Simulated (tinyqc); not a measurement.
Alloy A(1-x)B(x) by interpolation with bowing, step by step. Values are carried at full precision from step to step, so a last printed digit may differ when a step is redone from the rounded ones.

Each gap follows E(x) = (1 - x) E_A + x E_B - C x (1 - x); the lattice constant follows Vegard, a(x) = (1 - x) a_A + x a_B.

Constants: hc = 1239.841984 eV nm; kB = 8.617333262e-05 eV/K.

Parameters, chosen for this exercise (A near InP, B near GaP; not measured data): a = (5.865, 5.458) angstrom (lattice constant of A, B); x = 0.83 (fraction of B); Eg = (1.414, 2.907) eV (gap at Gamma to the s-like level of A, B); EgX = (2.412, 2.331) eV (gap to the lowest valley along Gamma-X of A, B); EgL = (2.006, 2.692) eV (gap to L of A, B); C = (0.756, 0.275, 1.032) eV (bowing of the Gamma, X and L gaps); Dso = (0.108, 0.079) eV (spin-orbit splitting of A, B); Ep = (20.8, 31.5) eV (Kane energy of A, B); me = (0.0785, 0.1289) m0 (electron mass at Gamma of A, B); Cs = 0 eV (bowing of Dso); md = (0.1139, 0.76, 0.59) m0 (density-of-states masses of Gamma, all X and all L valleys); T = 300 K (temperature).

## Gaps and lattice constant at x

Also give the wavelength hc/E of the lowest gap.

a(x) = 5.5272 angstrom

linear parts (eV): Gamma 2.6532, X 2.3448, L 2.5754

bowing terms C x (1 - x) (eV): Gamma 0.1067, X 0.0388, L 0.1456

gaps (eV): Gamma 2.5465, X 2.3060, L 2.4298

wavelength of the lowest gap = 537.7 nm

The lowest valley is X, so the gap is indirect; the next, L, lies 124 meV higher.

## Where the valleys cross

The difference of two gaps is a quadratic q2 x^2 + q1 x + q0 with q2 = C_i - C_j, q1 = (E_B - E_A - C)_i - (E_B - E_A - C)_j, q0 = E_A,i - E_A,j; give its roots between 0 and 1 (a dash: none).

Crossings:

| pair | q2 | q1 | q0 | first root | second root |
|---|---|---|---|---|---|
| Gamma-X | 0.481 | 1.093 | -0.998 | 0.6984 | - |
| Gamma-L | -0.276 | 1.083 | -0.592 | 0.6565 | - |
| X-L | -0.757 | -0.010 | 0.406 | 0.7258 | - |

The lowest valley changes at x = 0.656 (Gamma to L, gap 2.224 eV) and x = 0.726 (L to X, gap 2.298 eV). The middle valley is lowest only in a narrow window, which small changes of the inputs would close. The other crossings lie above the lowest valley.

## Electron mass of the alloy

Mass at Gamma from the Kane formula 1/m = F + Ep (Eg + 2 Dso/3)/(Eg (Eg + Dso)). F is fixed by the masses of A and B and interpolated linearly, as is Ep; Eg and Dso carry their bowing.

Compare with the linear interpolation of the masses.

F of A, B: -1.6233  -2.9824

Ep, Eg, Dso at x (eV): 29.6810  2.5465  0.0839

m(x) from the Kane formula = 0.1139 m0
m(x) linear = 0.1203 m0

The Kane value lies 5.4 % below the linear one. The Gamma valley is not the lowest at this x.

## Shares of the electrons in the valleys

Non-degenerate: n_i proportional to md_i^(3/2) exp(-E_i/kT).

md^(3/2): Gamma 0.0384, X 0.6626, L 0.4532

(E - E_min)/kT: Gamma 9.30, X 0.00, L 4.79

shares: Gamma 0.000, X 0.994, L 0.006

X holds most electrons (99.4 %).

## Checks

- The Gamma and X gaps at their crossing x = 0.6984 (eV): both 2.2975.
- The Gamma and L gaps at their crossing x = 0.6565 (eV): both 2.2236.
- The X and L gaps at their crossing x = 0.7258 (eV): both 2.2985.

tinyqc: `OMP_NUM_THREADS=1 python tinyqc.py 1081009 1081010 out.jsonl`; about 0.01 s, one thread, shared Intel(R) Xeon(R) Processor @ 2.30GHz.
